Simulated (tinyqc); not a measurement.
Dopant redistribution at a moving silicon-oxide interface during parabolic oxidation: one step, computed by the program tinyqc.

Uniformly doped silicon is oxidised with x_ox = sqrt(B t); the interface advances into the silicon by alpha x_ox, alpha = 0.44. The dopant does not move in the oxide, and at the interface C(silicon) = m C(oxide).

Question. Dose moved. Consumed silicon held alpha x_ox C_B; the oxide holds x_ox times the dopant concentration in the oxide; the difference is the excess in the silicon; 1 um = 1e-4 cm.

Inputs (values chosen for the exercise, modelled on boron in silicon under steam): bulk doping C_B = 3.2e+15 1/cm^3; temperature T = 1075 C.

oxide thickness = 1.168460 um

concentration in the oxide = 1.918908e+15 1/cm^3

Give: dopant in the consumed silicon; dopant in the oxide; excess in the silicon.

Answer.

dopant in the consumed silicon = 1.6452e+11 1/cm^2

dopant in the oxide = 2.2422e+11 1/cm^2

excess in the silicon = -5.9698e+10 1/cm^2

Caution: parabolic growth needs an oxide much thicker than the Deal-Grove length A, which fails for thin films and low temperatures; oxidation-enhanced or retarded diffusion is ignored.
